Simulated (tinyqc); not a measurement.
## Access strength from the read disturbance

Problem. Transistor (EKV form, voltages against the body): I = 2 n b Vt^2 [F(vp - Vs) - F(vp - Vd)] from drain to source, F(v) = ln^2(1 + exp(v/(2 Vt))), vp = (Vg - VT + sg |Vd - Vs|)/n. n-channel bodies are at 0; for the p-channel device all voltages are counted down from Vdd. b in uA/V^2 gives I in uA. In an SRAM read the low node Q obeys In(gate QB, drain Q) = Ip(gate QB, drain Q) + Ia, where the access transistor (threshold VTn) has its gate and drain at Vdd and its source at Q. Find Ia, ba and the cell ratio bn/ba.

Values chosen for this exercise:

| symbol | value | unit | meaning |
|---|---|---|---|
| T | 350 | K | temperature |
| Vdd | 0.5 | V | supply voltage |
| n | 1.14 |  | slope factor |
| sg | 0.112 |  | drain-induced barrier lowering |
| VTn | 0.38 | V | n-channel threshold |
| VTp | 0.4 | V | p-channel threshold (magnitude) |
| bn | 290 | uA/V^2 | gain factor of the pull-down transistor |
| bp | 160 | uA/V^2 | gain factor of the pull-up transistor |

Constants: q = 1.602176634e-19 C, kB = 1.380649e-23 J/K, Vt = kB T/q. Results are converted to the units shown.

Q and QB in the read (V): 0.057434665  0.49996628

Solution. The node equation gives Ia, which is proportional to ba.

Ia = 1.46 uA
ba = 240 uA/V^2
cell ratio = 1.21

Program tinyqc, `OMP_NUM_THREADS=1 python tinyqc.py 2340109 2340110 out.jsonl`; Intel Xeon 2.30GHz, shared host, one thread, about 0.2 s.
